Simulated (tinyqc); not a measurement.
Thin-film optics by transfer matrices: sweeps and comparisons. A value that a table varies takes the place of the one given here.

Indices N = n + i k. Snell: N0 sin(theta) = N_j sin(theta_j), with Im(N_j cos theta_j) >= 0. Admittance y_j = N_j cos theta_j for s and N_j/cos theta_j for p. Phase delta_j = 2 pi N_j cos theta_j d_j/lambda. Layer matrix [[cos delta, -i sin delta/y], [-i y sin delta, cos delta]], multiplied from the top down to M. (B, C) = M (1, y_sub); r = (y0 B - C)/(y0 B + C), R = |r|^2, T = 4 Re y0 Re y_sub/|y0 B + C|^2, absorbed in the films 1 - R - T.

Ellipsometry: rho = tan(Psi) exp(i Delta) = -conj(r_p/r_s) with the r of the admittance formula, Delta in 0 to 360 degrees, so that a bare dielectric at small angles gives Delta = 180.

Parameters, chosen for this exercise (indices near those of polySi, SiO2 on Si; not measured data): lam = 633 nm (vacuum wavelength); n0 = 1 (ambient index); n = (3.974, 1.428, 3.953) (n of polySi, SiO2, substrate); k = (0.039, 0, 0.021) (k in the same order); d = (13.6, 312) nm (thicknesses, top first); theta = 75 degrees (angle of incidence); pol = s (polarisation).

## Swing curve: thickness of the top film

The first entry of d takes the values listed.

Stack:
```
d_1 (nm)       R       T  absorbed
13.6      0.6811  0.3143    0.0046
27.3      0.7122  0.2792    0.0085
41.0      0.7926  0.1987    0.0087
54.7      0.8282  0.1632    0.0087
68.3      0.8179  0.1716    0.0105
82.0      0.7604  0.2233    0.0162
95.7      0.6870  0.2876    0.0254
109.4     0.7152  0.2578    0.0270
123.1     0.7902  0.1875    0.0223
136.8     0.8245  0.1554    0.0201
150.4     0.8146  0.1629    0.0225
164.1     0.7599  0.2087    0.0314
177.8     0.6924  0.2637    0.0439
```

How do the results move?

R swings between 0.6811 and 0.8282 on these points. The period is lambda/(2 Re(N_1 cos theta_1)) = 82.1 nm, six rows. The swing shrinks from 0.1471 in the first period to 0.1375 in the second, as the film absorbs the wave that returns from below. The swing ratio (max - min)/mean is 0.19.

## Angle of incidence

Both polarisations.

Stack:
```
theta (degrees)     R_s     R_p    Psi   Delta
0                0.5461  0.5461  45.00  180.00
15               0.5250  0.4928  44.09  182.98
30               0.4404  0.3117  40.07  193.85
45               0.2465  0.0652  27.22  217.67
55               0.1565  0.0025   7.24  233.69
60               0.2182  0.0013   4.48  156.04
65               0.3590  0.0035   5.65  139.36
70               0.5282  0.0023   3.81  116.29
75               0.6811  0.0044   4.60   33.36
80               0.8048  0.0442  13.18    6.27
85               0.9065  0.2370  27.08    1.13
```

What does this show, and why?

R_s and R_p agree at normal incidence (0.5461). R_p is lowest at 60 degrees of those listed (0.0013), where R_s = 0.2182; the top face alone would stop reflecting p light at arctan(n/n0) = 75.9 degrees, while the layers and the substrate below set where the minimum falls. R_s does not rise steadily, because the phase thickness of the films changes with the angle.

## Sensitivity of the reflectance

R for both polarisations. Each row changes one parameter from the base and keeps the others.

Results:
```
case                          R_s     R_p     T_s
base                       0.6811  0.0044  0.3143
d = (18.6, 312) nm         0.6760  0.0037  0.3175
n = (4.053, 1.428, 3.953)  0.6823  0.0034  0.3130
k = (0.039, 0, 0.033)      0.6803  0.0046  0.3151
lam = 638 nm               0.7024  0.0022  0.2937
theta = 80 degrees         0.8048  0.0442  0.1927
```

What can be read from the table?

The largest shifts from the base row, up to three for each result and ties (the steps differ in size, so this ranks the rows, not the parameters). R_s: theta +0.1237, lam +0.0213, d -0.0051. R_p: theta +0.0398, lam -0.0022, n -0.0010. T_s: theta -0.1216, lam -0.0207, d +0.0032.

Computed by tinyqc, a small Python program: `OMP_NUM_THREADS=1 python tinyqc.py 1681297 1681298 out.jsonl` (the numbers bound the seed that draws the inputs); one thread of a shared host (Intel(R) Xeon(R) Processor @ 2.30GHz), about 0.01 s for the whole set of steps.
